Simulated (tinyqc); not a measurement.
Quasiparticle equation with a plasmon-pole self-energy for two band edges: sweeps and comparisons. A value that a table varies takes the place of the one given here.

For each edge E = e + X + Sc(E), with the correlation part Sc(E) = A[0]/(E - a + w) + A[1]/(E - b - w); a and b are the valence and conduction energies that enter the Green function (a = ev, b = ec in the one-shot scheme). Z = 1/(1 - dSc/dE), dSc/dE = -A[0]/(E - a + w)^2 - A[1]/(E - b - w)^2.

Parameters, chosen for this exercise (scales of the order of those of SiO2; shifted at random, so the results belong to these values and not to a real crystal): ev = 0 eV (mean-field valence top); ec = 5.48 eV (mean-field conduction edge); w = 20.7 eV (pole energy); Av = (88.2, 30.2) eV^2 (weights of the valence state on the hole and electron poles); Ac = (31.4, 79.8) eV^2 (the same for the conduction state); Xv = -6.3 eV (exchange minus the mean-field potential, valence); Xc = 4.16 eV (the same, conduction).

## Schemes compared

Z = 1; linearised; exact one-shot; energies updated in G (a, b); updated in G and W, where w grows by half of the opening of the gap (a rule chosen for the exercise).

Results (eV):
```
scheme               Ev     Ec     gap  opening
mean field        0.000  5.480   5.480    0.000
Z = 1            -3.193  6.984  10.177    4.697
linearised       -2.554  6.701   9.255    3.775
one-shot, exact  -2.505  6.692   9.197    3.717
update G         -3.028  6.813   9.841    4.361
update G and W   -3.397  7.134  10.531    5.051
```

The openings run from 3.717 (one-shot, exact) to 5.051 eV (update G and W). Linearising moves the gap by 58 meV, updating G +644 meV and updating W a further +690 meV: once Z is kept, the level of self-consistency matters more than linearising.

## The starting point

The mean-field gap is opened by d (ev lowered by d/2, ec raised by d/2) and X is changed by the opposite amounts, so that e + X stays; one-shot and G-updated gaps.

Gaps (eV):
```
d    start  one-shot  update G
0.0  5.480    9.1968    9.8410
0.2  5.680    9.2278    9.8410
0.4  5.880    9.2585    9.8410
0.6  6.080    9.2891    9.8410
0.9  6.380    9.3344    9.8410
1.2  6.680    9.3793    9.8410
1.6  7.080    9.4384    9.8410
```

The one-shot gap moves by a fraction 0.15 of any change of the starting gap, while the updated gap, 9.8410 eV, does not depend on it. The two agree where the start already equals the result, near d = 4.36 eV. A real change of starting point alters the orbitals and the screening too; this model holds both fixed.

## What each parameter does

Exact one-shot edges and Z of the valence state there. Each row changes one parameter from the base and keeps the others.

Results:
```
case                     Ev (eV)  Ec (eV)  gap (eV)       Z
base                     -2.5053   6.6916    9.1968  0.7674
w = 21.73 eV             -2.6804   6.8250    9.5053  0.7832
Xv = -6.4 eV             -2.5819   6.6916    9.2735  0.7662
Xc = 4.26 eV             -2.5053   6.7714    9.2767  0.7674
ec = 5.58 eV             -2.5024   6.7883    9.2907  0.7676
Av = (92.61, 30.2) eV^2  -2.3208   6.6916    9.0124  0.7626
Ac = (31.4, 83.79) eV^2  -2.5053   6.5292    9.0345  0.7674
```

The largest shifts from the base row, up to three for each result and ties (the steps differ in size, so this ranks the rows, not the parameters). Ev (eV): Av +0.1845, w -0.1751, Xv -0.0767; unchanged at the printed digits by Xc and Ac. Ec (eV): Ac -0.1624, w +0.1334, ec +0.0967; unchanged at the printed digits by Xv and Av. gap (eV): w +0.3085, Av -0.1845, Ac -0.1624. Z: w +0.0158, Av -0.0048, Xv -0.0012; unchanged at the printed digits by Xc and Ac.

Program tinyqc; command `OMP_NUM_THREADS=1 python tinyqc.py 1850014 1850015 out.jsonl`; about 0.02 s on one thread of a shared Intel(R) Xeon(R) Processor @ 2.30GHz.
